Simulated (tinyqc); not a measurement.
Against temperature: two-band model of a narrow-gap semiconductor with electrons and holes. Computed by tinyqc, a small Python program. Command: `OMP_NUM_THREADS=1 python tinyqc.py 3012621 3012622 out.jsonl bipolar walk`. One thread of a shared host (Intel(R) Xeon(R) Processor @ 2.30GHz), about 0.04 s of CPU time with the checks.

Two parabolic bands with acoustic scattering (r = -1/2, a = 0), a gap that does not change with T, and fully ionised dopants. Melting is ignored, so values above the melting point are formal, and kappa_L does not change with T. eta_n = (E_F - E_c)/(k_B T), eta_p = -eta_n - E_g/(k_B T).

Inputs (values chosen for the exercise, for a model material):
```
quantity                                value        unit
electron mass m_n                        0.16         m_0
hole mass m_p                            0.73         m_0
electron mobility parameter mu_300,n      210  cm^2/(V s)
hole mobility parameter mu_300,p          600  cm^2/(V s)
temperature exponent p                    1.5           -
band gap E_g                             0.51          eV
net doping N                          2.5e+18      1/cm^3
lattice thermal conductivity kappa_L     0.61     W/(m K)
```

Doping: n-type.

Constants: k_B = 8.617333262e-05 eV/K; m_0 = 9.1093837015e-31 kg; k_B = 1.380649e-23 J/K; hbar = 1.054571817e-34 J s; e = 1.602176634e-19 C.

Method:
- With x = E/(k_B T), a = alpha k_B T (0 for a parabolic band), G = x (1 + a x), D = 1 + 2 a x and <y> = int y f (1 - f) dx, f = 1/(1 + exp(x - eta)): tau = tau_0 G^r/D; transport function s = G^(3/2 + r)/D^2; n = N_0 <G^(3/2)> with N_0 = (2 m k_B T)^(3/2)/(3 pi^2 hbar^3).
- Integrals over x = E/(k_B T) use 160 Gauss-Legendre points in u = sqrt(x) from 0 to sqrt(max(eta, 0) + 32).
- sigma = e mu_0 N_0 <s> with mu_0 = e tau_0/m = mu_300 (T/300 K)^(-p); |S| = (k_B/e)(<x s>/<s> - eta); Lorenz number L = (k_B/e)^2 (<x^2 s>/<s> - (<x s>/<s>)^2); kappa_e = L sigma T; zT = S^2 sigma T/(kappa_L + kappa_e).
- Neutrality: n - p = N, with n = N_0(m_n) <x^(3/2)> at eta_n and p = N_0(m_p) <x^(3/2)> at eta_p.
- Both bands together (these totals replace the one-band zT): sigma = sigma_n + sigma_p; S = (sigma_p |S_p| - sigma_n |S_n|)/sigma; kappa_bip = (sigma_n sigma_p/sigma)(|S_n| + |S_p|)^2 T; kappa_e = (L_n sigma_n + L_p sigma_p) T; zT = S^2 sigma T/(kappa_L + kappa_e + kappa_bip); weak-field R_H = (r_p sigma_p^2/p - r_n sigma_n^2/n)/(e sigma^2), where the Hall factors r_n and r_p are <x^(3/2)> <x^(1/2)>/<s>^2.

The same sample:
```
T (K)  n (1/cm^3)  p (1/cm^3)  sigma (S/cm)  S (microvolt/K)  kappa_bip (W/(m K))       zT  R_H (cm^3/C)
150    2.5000e+18  2.1126e+00        122.15           -87.09           9.9294e-17  0.02150       -2.6345
200    2.5000e+18  1.5840e+05         87.34          -111.62           3.8091e-12  0.03387       -2.6867
250    2.5000e+18  1.5065e+08         66.52          -132.99           2.1801e-09  0.04599       -2.7284
300    2.5000e+18  1.5875e+10         52.83          -151.73           1.5313e-07  0.05726       -2.7612
350    2.5000e+18  4.7100e+11         43.25          -168.33           3.2484e-06  0.06750       -2.7871
400    2.5000e+18  6.2857e+12         36.23          -183.18           3.2615e-05  0.07672       -2.8077
500    2.5003e+18  2.6140e+14         26.78          -208.39           8.5470e-04  0.09196       -2.8329
600    2.5034e+18  3.4440e+15         20.90          -225.21           7.8046e-03  0.09976       -2.7929
750    2.5500e+18  5.0013e+16         16.37          -197.63           7.0307e-02  0.06857       -2.0562
900    2.7998e+18  2.9980e+17         17.19           -45.99           2.4365e-01  0.00373       -0.0361
1050   3.4796e+18  9.7960e+17         23.65           114.22           4.3991e-01  0.02979        0.9528
1200   4.6720e+18  2.1720e+18         33.64           193.50           6.0661e-01  0.11831        0.8764
```

Among the rows where S keeps the majority sign, zT is largest at 600 K and |S| at 600 K. Among these rows sigma is least at 750 K; at higher T thermal pairs outweigh the falling mobility. R_H changes sign between 900 and 1050 K. S changes sign between 900 and 1050 K. kappa_bip reaches 0.607 W/(m K) at the last row, 0.994 times kappa_L.

Extremes, crossings and ranges named in words are read from the listed rows.
